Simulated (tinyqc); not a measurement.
Inside a calculation. Method: Ewald sum of point charges, caesium chloride, strained along z by a factor 1.18, lattice. Computed by tinyqc, a small Python program that keeps every step. Command: `OMP_NUM_THREADS=1 python tinyqc.py 24481 24482 out.jsonl` (the two numbers bound the seeds that draw the settings). One thread of a shared host (Intel(R) Xeon(R) Processor @ 2.60GHz), about 0.03 s of CPU time with the checks.

## Ewald sum with eta = 0.373 1/bohr

cell vectors (rows) (bohr):
```
,1,2,3
1,9.6300,0.0000,0.0000
2,0.0000,9.6300,0.0000
3,0.0000,0.0000,11.3630
```

Charges:
```
q,f1,f2,f3
1.0000,0.0000,0.0000,0.0000
-1.0000,0.5000,0.5000,0.5000
```

Real space: 1/2 sum q_i q_j erfc(eta r)/r over all images with r > 0; reciprocal space: (2 pi/V) sum_(G != 0) exp(-G^2/4 eta^2)/G^2 |S(G)|^2 with S(G) = sum q exp(i G.r); self term -eta/sqrt(pi) sum q^2; background -pi Q^2/(2 V eta^2), Q the total charge.

Real-space shells (first ones):
```
r (bohr),pairs,sum (hartree)
8.8684,16,-2.61e-06
9.6300,8,1.57e-07
11.3630,4,3.60e-10
13.6189,8,0
14.8948,16,0
```

Reciprocal shells (first ones that count):
```
G^2 (1/bohr^2),vectors,sum (hartree)
0.3058,2,0.0901
0.4257,4,0.1043
1.1572,8,0.0206
1.6487,8,0.0060
2.0086,8,0.0026
2.1285,8,0.0020
2.7518,2,1.23e-04
3.3515,16,2.76e-04
3.6032,8,8.17e-05
3.7114,8,6.53e-05
3.8313,4,2.55e-05
4.4546,8,1.43e-05
```

## The total does not depend on eta

The same sums for other eta.

Totals (hartree per cell):
```
eta,real,reciprocal,self,background,total
0.3730,-2.45e-06,0.2261,-0.4209,0.0000,-0.194794
0.4770,-1.95e-09,0.3434,-0.5382,0.0000,-0.194794
0.6990,0,0.5939,-0.7887,0.0000,-0.194794
```

shortest distance = 8.8684 bohr

Madelung constant -E d / (formula units |q+ q-|) = 1.7275
